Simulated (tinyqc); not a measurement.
MOS inversion layer, Poisson-Schroedinger loop: two steps of the calculation.

Electrons confined at an insulator interface at z = 0, treated as a hard wall; parabolic valleys, Hartree approximation, no image or exchange terms. The depletion charge lies far deeper than the electrons and gives a uniform field q Nd/(eps0 eps_r); the gate balances all charge. Energies are counted from the band edge at the interface.

Values chosen for this exercise; masses and permittivity close to those of 4H silicon carbide (0001):
```
symbol,value,unit,meaning
T,400,K,temperature
mz1,0.324,m0,mass along z of valley set A (3 valley(s))
md1,0.414,m0,in-plane density-of-states mass of set A
Ns,3.1e12,cm^-2,sheet density of electrons
hz,0.64,nm,mesh step
```

Constants: q = 1.602176634e-19 C, kB = 1.380649e-23 J/K, hbar = 1.054571817e-34 J s, m0 = 9.1093837015e-31 kg, Vt = kB T/q, hbar^2/(2 m0) = 0.0380998212 eV nm^2. Results are converted to the units shown.

Problem 1. Levels and probability densities. Tridiagonal Hamiltonian with psi = 0 one step beyond both ends: H_ii = C (1/m_(i-1/2) + 1/m_(i+1/2))/hz^2 + V0_i + U_i, H_(i,i+1) = -C/(m_(i+1/2) hz^2), C = hbar^2/(2 m0). The lowest 2 level(s) are kept, normalised to hz sum |psi|^2 = 1. The mass is the same on all intervals.

fixed potential V0, node 1 to 18 (eV): [0.01193905, 0.02387811, 0.03581716, 0.04775621, 0.05969527, 0.07163432, 0.08357338, 0.09551243, 0.10745148, 0.11939054, 0.13132959, 0.14326864, 0.15520770, 0.16714675, 0.17908580, 0.19102486, 0.20296391, 0.21490297]
self-consistent potential U at the start, node 1 to 18 (eV): [0, 0, 0, 0, 0, 0, 0, 0, 0, 0, 0, 0, 0, 0, 0, 0, 0, 0]

Find: levels; |psi|^2 of A1; |psi|^2 of A2.

Solution 1.

levels (eV): A1 0.08019, A2 0.13974
|psi|^2 of A1, node 1 to 18 (1/nm): [0.06193, 0.19231, 0.29398, 0.31590, 0.26873, 0.19160, 0.11834, 0.06468, 0.03177, 0.01417, 0.00579, 0.00219, 0.00076, 0.00025, 0.00008, 0.00002, 0.00001, 0.00000]
|psi|^2 of A2, node 1 to 18 (1/nm): [0.05983, 0.14463, 0.13143, 0.04560, 0.00001, 0.04849, 0.14769, 0.22394, 0.23935, 0.20271, 0.14389, 0.08839, 0.04793, 0.02322, 0.01007, 0.00386, 0.00122, 0.00024]

Problem 2. Converged levels, occupations and centroid. Level k holds N_k = D_k Vt ln(1 + exp((EF - E_k)/Vt)) with D = 3 md1 m0 q/(pi hbar^2) per eV (spin included); EF is fixed by sum N_k = Ns.

Solve for the levels with V0 + U, find EF, n_i = sum_k N_k |psi_k|^2 (in cm^-3); share of each level N_k/Ns; centroid sum n z/sum n.

z, node 1 to 18 (nm): [0.64, 1.28, 1.92, 2.56, 3.2, 3.84, 4.48, 5.12, 5.76, 6.4, 7.04, 7.68, 8.32, 8.96, 9.6, 10.24, 10.88, 11.52]
fixed potential V0, node 1 to 18 (eV): [0.01193905, 0.02387811, 0.03581716, 0.04775621, 0.05969527, 0.07163432, 0.08357338, 0.09551243, 0.10745148, 0.11939054, 0.13132959, 0.14326864, 0.15520770, 0.16714675, 0.17908580, 0.19102486, 0.20296391, 0.21490297]
converged U, node 1 to 18 (eV): [0.03701103, 0.07053142, 0.09595049, 0.11272636, 0.12304363, 0.12930606, 0.13314018, 0.13547154, 0.13683797, 0.13759155, 0.13797738, 0.13815969, 0.13823899, 0.13827063, 0.13828208, 0.13828572, 0.13828667, 0.13828681]

Give: levels; EF; shares; n; centroid.

Solution 2.

levels (eV): A1 0.1816, A2 0.2617
EF = 0.1205 eV
shares (%): A1 90.50, A2 9.50
n, node 1 to 18 (in units of 1e19 cm^-3): [0.457, 1.060, 1.131, 0.845, 0.531, 0.318, 0.197, 0.126, 0.080, 0.048, 0.027, 0.013, 0.006, 0.003, 0.001, 0.000, 0.000, 0.000]
centroid = 2.391 nm

tinyqc, about 0.5 s, one thread, Intel Xeon 2.30GHz (shared host): `OMP_NUM_THREADS=1 python tinyqc.py 2160097 2160098 out.jsonl`
